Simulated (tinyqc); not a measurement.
Worked calculation: hot carriers by balance equations with a heated Maxwellian. Computed by tinyqc, a small Python program that keeps every step. Command: `OMP_NUM_THREADS=1 python tinyqc.py 3019742 3019743 out.jsonl hot walk`. One thread of a shared host (Intel(R) Xeon(R) Processor @ 2.30GHz), about 0.01 s of CPU time with the checks. Intermediate numbers are printed to about 5 digits and carried at full precision; extremes and crossings named in words are read from the listed rows.

The carriers follow a Maxwellian at an electron temperature T_e, slightly displaced; the drift energy is neglected against k_B T_e. The balance averages the rate, not the time, so mu_0 lies below the relaxation-time value.

Inputs (values chosen for the exercise, for a model non-polar semiconductor):
```
quantity                                          value       unit
effective mass m                                  0.437        m_0
density rho                                        4760     kg/m^3
sound velocity v_l                                 6740        m/s
acoustic deformation potential D_A                    8         eV
phonon energy hbar w                               22.2        meV
optical or intervalley deformation potential D_o    9.7  1e8 eV/cm
final valleys Z_f                                     3          -
lattice temperature T                               150          K
electric field F                                    1.7      kV/cm
mixing                                              0.4          -
iteration cap                                       300          -
```

Band: parabolic. Solver: damped fixed point.

Constants: k_B = 8.617333262e-05 eV/K; k_B = 1.380649e-23 J/K; e = 1.602176634e-19 C; hbar = 1.054571817e-34 J s; m_0 = 9.1093837015e-31 kg; hbar = 6.582119569e-16 eV s.

## Equilibrium values

Parabolic band: E = hbar^2 k^2/(2 m), speed v = hbar k/m, states per spin, volume and energy g(E) = m k/(2 pi^2 hbar^2). Masses are multiplied by m_0 and all formulas are in SI units. Phonon occupation N_q = 1/(exp(hbar w/(k_B T)) - 1). Acoustic deformation potential (elastic, equipartition, absorption and emission together): 1/tau = 2 pi k_B T D_A^2 g(E)/(hbar rho v_l^2). Optical or intervalley deformation potential: 1/tau = (pi Z_f D_o^2/(rho w)) [N_q g(E + hbar w) + (N_q + 1) g(E - hbar w)], with g = 0 below the band edge. Averages over the Maxwellian, <y> = int y x^(1/2) exp(-x) dx / int x^(1/2) exp(-x) dx with x = E/(k_B T_e), split at x_0 = hbar w/(k_B T_e): 64 Gauss-Legendre points in sqrt(x) below it and 128 in sqrt(x - x_0) above it, up to x = 32. Momentum balance: mu(T_e) = e/(m nu), nu = <x (sum of rates)>/<x>. Power lost per carrier: P(T_e) = hbar w <emission rate - absorption rate> + <(2 m v_l^2/(k_B T)) (E - 2 k_B T) acoustic rate>. Energy relaxation time at weak heating: tau_E = (3/2) k_B / (dP/dT_e), the derivative by a central difference of +/- 0.5 K at T_e = T.

low-field mobility mu_0 = 285.03 cm^2/(V s)

energy relaxation time tau_E = 0.13264 ps

Energy and momentum relax at comparable rates here.

## Balance functions

The field that sustains T_e follows from e mu F^2 = P.

Against the electron temperature:
```
T_e (K)  mu (cm^2/(V s))  P optical (1e9 eV/s)  P acoustic (1e9 eV/s)  F (kV/cm)  drift velocity (1e7 cm/s)
165               258.87                 14.66             3.4974e-02       7.53                    0.19502
195               220.95                 43.89             1.1406e-01      14.11                    0.31182
240               184.63                 86.10             2.5308e-01      21.63                    0.39930
300               155.06                137.99             4.7159e-01      29.88                    0.46336
450               117.16                247.28             1.1551e+00      46.05                    0.53950
750                85.91                410.17             2.9826e+00      69.35                    0.59577
1200               66.09                587.23             6.6022e+00      94.79                    0.62646
1800               53.21                766.39             1.2707e+01     121.00                    0.64386
```

Optical phonons take 100 % of the power in the first row and 98 % in the last. The velocity grows as F^0.75 at first and as F^0.11 at the end, so it levels off; if optical phonons alone set both balances the limit at high T_e would be sqrt(3 hbar w tanh(hbar w/2 k_B T)/(4 m)) = 0.68 in the same unit. Rows above 1400 K (k_B T_e > 0.12 eV) stretch the parabolic band.

## First iteration

Fixed point: T_out = T + (T_e - T) e mu(T_e) F^2/P(T_e), T_new = T_e + mixing (T_out - T_e). Start at T_e = 1.5 T.

mu at the start = 194.86 cm^2/(V s)

P at the start = 7.2527e+10 eV/s

new T_e = 195.23 K

## The whole iteration

Start at T_e = 1.5 T; stop when T_e moves by less than 1e-6 K or exceeds 1e6 K.

Course of the iteration:
```
iteration  T_e (K)  mu (cm^2/(V s))    step (K)
1           225.00           194.86  2.9767e+01
2           195.23           220.71  1.7832e+01
3           177.40           241.30  1.0676e+01
4           166.72           256.23  6.3876e+00
5           160.34           266.36  3.8202e+00
6           156.52           272.90  2.2840e+00
7           154.23           277.01  1.3653e+00
...            ...              ...         ...
29          150.84           283.40  1.6426e-05
30          150.84           283.40  9.8155e-06
31          150.84           283.40  5.8651e-06
32          150.84           283.40  3.5047e-06
33          150.84           283.40  2.0942e-06
34          150.84           283.40  1.2514e-06
35          150.84           283.40  7.4774e-07
```

electron temperature T_e = 150.84 K

Converged in 35 iterations.

## Drift velocity

v = mu(T_e) F; warm-carrier coefficient (mu/mu_0 - 1)/F^2.

mobility mu(T_e) = 283.40 cm^2/(V s)

drift velocity = 0.048178 1e7 cm/s

mu/mu_0 = 0.99426

(mu/mu_0 - 1)/F^2 = -0.0019874 cm^2/kV^2

T_e/T = 1.01; the simple estimate T + (2/3) e mu_0 F^2 tau_E/k_B would give 151 K, close to the result. Caution: the drift energy m v^2/2 is not small against the heating (3/2) k_B (T_e - T), so T_e - T is rough.

Checks made by the program: detailed balance, P(T_e = T) = 0, on the scale of P at 1.1 T (relative difference below 1e-10).
